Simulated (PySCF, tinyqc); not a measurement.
Inside a calculation. Method: CISD on RHF in the sto-3g basis, for H3+, spin multiplicity 1. The lowest restricted solution is unstable here: a spin-polarised one lies 0.0053 hartree lower (PySCF). One step of it, computed by the program tinyqc.

Question. Iteration 9 (converged): orbitals. Diagonalise F' = X^T F X, C = X C', fill 1 alpha and 1 beta electrons from the bottom; D = 2 C_occ C_occ^T. Each column has its largest component positive (the first on a tie).

converged F (hartree):
```
           1H 1s      2H 1s      3H 1s
1H 1s  -0.668572  -0.517298  -0.517298
2H 1s  -0.517298  -0.491643  -0.179283
3H 1s  -0.517298  -0.179283  -0.491643
```

X:
```
           1H 1s      2H 1s      3H 1s
1H 1s   1.151627  -0.241894  -0.241894
2H 1s  -0.241894   1.073429   0.037785
3H 1s  -0.241894   0.037785   1.073429
```

Give: F' = X^T F X; orbital energies; coefficients C; D after iteration 9.

Answer.

F' = X^T F X (hartree):
```
         1        2        3
1  -0.3888  -0.3559  -0.3559
2  -0.3559  -0.3428  -0.0077
3  -0.3559  -0.0077  -0.3428
```

orbital energies (hartree): MO1 -0.8734, MO2 -0.3350, MO3 0.1341

coefficients C:
```
          MO1      MO2      MO3
1H 1s  0.5924   0.0000   1.0451
2H 1s  0.3707   0.7323  -0.7338
3H 1s  0.3707  -0.7323  -0.7338
```

D after iteration 9:
```
        1H 1s   2H 1s   3H 1s
1H 1s  0.7019  0.4392  0.4392
2H 1s  0.4392  0.2748  0.2748
3H 1s  0.4392  0.2748  0.2748
```
